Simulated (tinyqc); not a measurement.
From one set of inputs to another, one input at a time: carrier lifetime from Shockley-Read-Hall, radiative, Auger and surface recombination. Computed by tinyqc, a small Python program. Command: `OMP_NUM_THREADS=1 python tinyqc.py 3011119 3011120 out.jsonl lifetime ladder`. One thread of a shared host (Intel(R) Xeon(R) Processor @ 2.30GHz), about 0.01 s of CPU time with the checks.

Energies are counted from the top of the valence band. Boltzmann statistics, full ionisation, and equal excess densities of electrons and holes.

The inputs printed are set A. Inputs not listed in the table keep their values of set A, so the rows need not describe a real material.

Inputs (values chosen for the exercise, for a model semiconductor):
```
quantity                          value        unit
gap E_g                            2.18          eV
electron mass m_e                 0.384         m_0
valleys M_c                           3           -
hole mass m_h                      0.71         m_0
temperature T                       350           K
doping N                        1.6e+18       cm^-3
trap level E_t                     1.02          eV
trap density N_t                1.1e+12       cm^-3
electron cross-section sigma_n  6.6e-16        cm^2
hole cross-section sigma_p      1.9e-14        cm^2
radiative coefficient B         3.2e-15      cm^3/s
Auger coefficient C_n           1.8e-30      cm^6/s
Auger coefficient C_p             2e-31      cm^6/s
excess density dn               2.5e+17       cm^-3
diffusion coefficient D             6.8      cm^2/s
surface velocity S                  170        cm/s
thickness W                          23  micrometre
```

Doping: n-type. Surface term: two equal surfaces.

Constants: m_0 = 9.1093837015e-31 kg; k_B = 1.380649e-23 J/K; h = 6.62607015e-34 J s; k_B = 8.617333262e-05 eV/K.

Method:
- N_c = 2 M_c (2 pi m_e k_B T/h^2)^(3/2) and N_v = 2 (2 pi m_h k_B T/h^2)^(3/2), masses in units of m_0.
- n_i = sqrt(N_c N_v) exp(-E_g/2 k_B T); majority density N/2 + sqrt(N^2/4 + n_i^2), minority density n_i^2 over it.
- v = sqrt(3 k_B T/m) with m_e or m_h; tau_n0 = 1/(sigma_n v_n N_t), tau_p0 = 1/(sigma_p v_p N_t); n1 = N_c exp(-(E_g - E_t)/k_B T), p1 = N_v exp(-E_t/k_B T).
- The slowest diffusion mode has x tan x = S W/(2 D) with 0 < x < pi/2 (bisection), and tau_s = W^2/(4 x^2 D). The common approximation is W/(2 S) + W^2/(pi^2 D).
- With n = n_0 + dn, p = p_0 + dn and U/dn = 1/tau: (n p - n_i^2)/dn = n_0 + p_0 + dn = s; 1/tau_SRH = s/[tau_p0 (n + n1) + tau_n0 (p + p1)]; 1/tau_rad = B s; 1/tau_Aug = (C_n n + C_p p) s; the rates add, with 1/tau_s.
- Radiative efficiency = tau_eff/tau_rad; effective diffusion length = sqrt(D tau_eff).

Each row keeps all changes above it:
```
input moved                               from       to  tau_SRH at dn (s)  radiative efficiency at dn  effective diffusion length at dn (micrometre)
set A                                        -        -         1.2339e-05                   0.0009127                                         10.239
trap level E_t (eV)                       1.02     1.45         1.2339e-05                   0.0009127                                         10.239
temperature T (K)                          350      300         1.3328e-05                   0.0009135                                         10.244
Auger coefficient C_p (cm^6/s)           2e-31  1.9e-30         1.3328e-05                   0.0008147                                          9.674
surface velocity S (cm/s)                  170       17         1.3328e-05                   0.0008297                                          9.762
electron cross-section sigma_n (cm^2)  6.6e-16  4.1e-16         1.9350e-05                   0.0008324                                          9.778
doping N (cm^-3)                       1.6e+18  1.3e+14         1.2104e-04                   0.0031357                                         51.614
thickness W (micrometre)                    23      2.7         1.2104e-04                   0.0021845                                         43.080
```

tau_SRH at dn goes from 1.23e-5 to 1.21e-4, a factor 9.81 in all. The largest single move comes from doping N (a factor 6.26). Radiative efficiency at dn goes from 9.13e-4 to 0.00218, a factor 2.39 in all. The largest single move comes from doping N (a factor 3.77), and thickness W works against it (a factor 0.697). Effective diffusion length at dn goes from 10.2 to 43.1, a factor 4.21 in all. The largest single move comes from doping N (a factor 5.28), and thickness W works against it (a factor 0.835). The single moves hold for this order of the switches; the total does not depend on the order.

Caution (rows doping N, thickness W): beyond low injection D should be the ambipolar coefficient.

Extremes, crossings and ranges named in words are read from the listed rows.
